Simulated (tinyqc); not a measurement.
What moves the results: pair of shallow donors (hydrogen-like orbitals). A value that a table varies takes the place of the one given here.

Each donor has the orbital exp(-r/a); energy unit Ha* = q/(eps a), q = e^2/(4 pi eps0), so that a lone donor is bound by Ha*/2; x = R/a. One electron: S = (1 + x + x^2/3) exp(-x), j = 1/x - (1 + 1/x) exp(-2x), k = (1 + x) exp(-x); levels E(+/-) = -1/2 - (j +/- k)/(1 +/- S) in Ha*, without the repulsion of the ions, split by D = |E(-) - E(+)|. In six valleys the overlaps S and k are multiplied by v = [cos(K Rx) + cos(K Ry) + cos(K Rz)]/3, K = k0 (2 pi/a_lat), for isotropic envelopes and the symmetric valley state.

Two electrons, Heitler-London: with S' = (1 - x + x^2/3) exp(x), C = 1/x - exp(-2x)(1/x + 11/8 + 3x/4 + x^2/6), X = (1/5){exp(-2x)(25/8 - 23x/4 - 3x^2 - x^3/3) + (6/x)[S^2 (0.5772157 + ln x) + S'^2 Ei(-4x) - 2 S S' Ei(-2x)]}, Q = C - 2j + 1/x and A = X - 2 S k + S^2/x, the singlet and triplet lie at (Q +/- w A)/(1 +/- w S^2) from two lone donors, with the valley weight w = v^2; the exchange is J = triplet - singlet.

Constants: e^2/(4 pi eps0) = 14.39964547 eV angstrom.

Inputs chosen for the exercise (near those of two donors in Si; not measured data):

| symbol | value | unit | meaning |
|---|---|---|---|
| a | 18.5 | angstrom | orbital radius |
| eps | 11.3 |  | dielectric constant |
| a_lat | 5.431 | angstrom | lattice constant |
| k0 | 0.844 | 2 pi/a_lat | valley position |
| sites | ((6.5, 6.5, 0), (7, 7, 0), (7.5, 7.5, 0), (8, 8, 0), (8.5, 8.5, 0), (9, 9, 0), (9.5, 9.5, 0), (10, 10, 0), (10.5, 10.5, 0), (11, 11, 0)) | a_lat | positions of the second donor |
| Ns | (0.029, 0.073, 0.17, 0.44, 1, 2.2, 4.4) | x 1e18/cm^3 | donor densities |
| n | (19.5, 0.5, 0) | a_lat | separation vector |

## Lattice sites along [110]

D and J for each site, and for v = 1.

Results:

| site | R (angstrom) | v | D (meV) | J (micro-eV) | J for v = 1 |
|---|---|---|---|---|---|
| (6.5, 6.5, 0) | 49.9 | -0.331 | 4.58 | 845 | 7.95e+03 |
| (7, 7, 0) | 53.8 | 0.892 | 12.2 | 4.85e+03 | 6.14e+03 |
| (7.5, 7.5, 0) | 57.6 | 0.012 | 0.132 | 0.688 | 4.70e+03 |
| (8, 8, 0) | 61.4 | 0.342 | 3.31 | 414 | 3.57e+03 |
| (8.5, 8.5, 0) | 65.3 | 0.640 | 5.52 | 1.10e+03 | 2.69e+03 |
| (9, 9, 0) | 69.1 | -0.216 | 1.58 | 93.5 | 2.02e+03 |
| (9.5, 9.5, 0) | 73.0 | 0.996 | 6.58 | 1.49e+03 | 1.50e+03 |
| (10, 10, 0) | 76.8 | -0.287 | 1.58 | 90.9 | 1.11e+03 |
| (10.5, 10.5, 0) | 80.6 | 0.765 | 3.66 | 476 | 815 |
| (11, 11, 0) | 84.5 | 0.192 | 0.778 | 22.0 | 596 |

What does this show, and why?

Over these sites the envelope alone changes J by a factor 13.3, and the valley factor v^2 by 6.7e+03; J runs from 0.688 at (7.5, 7.5, 0) to 4.85e+03 micro-eV at (7, 7, 0). Along [110] only two valleys keep their phase, so v = (1 + 2 cos)/3 can pass through zero. J does not fall steadily with distance.

## From lone donors to an impurity band (impurity band of shallow donors (Hubbard estimate))

Donors on a simple cubic lattice of spacing R = N^(-1/3) (1/angstrom^3 = 1e24/cm^3), Ha* = q/(eps a), q = e^2/(4 pi eps0), x = R/a. Hopping t = Ha* (1 + x) exp(-x), band width B = 12 t, on-site repulsion U = (5/8) Ha*; the gap closes near B/U = 1.15. Valley factors and disorder are left out.

Results:

| N (1e18/cm^3) | R (angstrom) | N^(1/3) a | t (meV) | B (meV) | B/U |
|---|---|---|---|---|---|
| 0.029 | 325.5 | 0.057 | 2.93e-05 | 0.000351 | 8.16e-06 |
| 0.073 | 239.3 | 0.077 | 0.00232 | 0.0278 | 0.000646 |
| 0.17 | 180.5 | 0.102 | 0.0429 | 0.514 | 0.0119 |
| 0.44 | 131.5 | 0.141 | 0.458 | 5.49 | 0.128 |
| 1.0 | 100.0 | 0.185 | 1.98 | 23.8 | 0.552 |
| 2.2 | 76.9 | 0.241 | 5.56 | 66.8 | 1.55 |
| 4.4 | 61.0 | 0.303 | 10.9 | 131 | 3.05 |

What does this show, and why?

B/U passes 1.15 between 1 and 2.2 x 1e18/cm^3; the root is x = 4.52, N^(1/3) a = 0.221, N = 1.7 x 1e18/cm^3, below the 2.8 that the empirical rule N^(1/3) a = 0.26 gives; the estimate is rough, since random positions, the overlap of the orbitals and screening are left out. While N grows by 152 times, t grows by 3.74e+05 times.

## What each parameter does

x, D = |E(-) - E(+)| and J. Each row changes one parameter from the base and keeps the others.

Results:

| case | x | D (meV) | J (micro-eV) |
|---|---|---|---|
| base | 5.726 | 0.4622 | 7.72 |
| a = 16.7 angstrom | 6.344 | 0.3087 | 3.12 |
| eps = 12.4 | 5.726 | 0.4212 | 7.04 |
| k0 = 0.824 2 pi/a_lat | 5.726 | 0.5776 | 12.1 |
| n = (20.5, 0.5, 0) a_lat | 6.020 | 0.08725 | 0.276 |

How do the results move?

The largest shifts from the base row, up to three for each result and ties (the steps differ in size, so this ranks the rows, not the parameters). x: a +0.617, n +0.293; unchanged at the printed digits by eps and k0. D (meV): n -0.375, a -0.154, k0 +0.115. J (micro-eV): n -7.45, a -4.60, k0 +4.33.

Run: tinyqc, `OMP_NUM_THREADS=1 python tinyqc.py 1281566 1281567 out.jsonl`; Intel(R) Xeon(R) Processor @ 2.30GHz, one thread, shared host; about 0.01 s of CPU time with all checks.
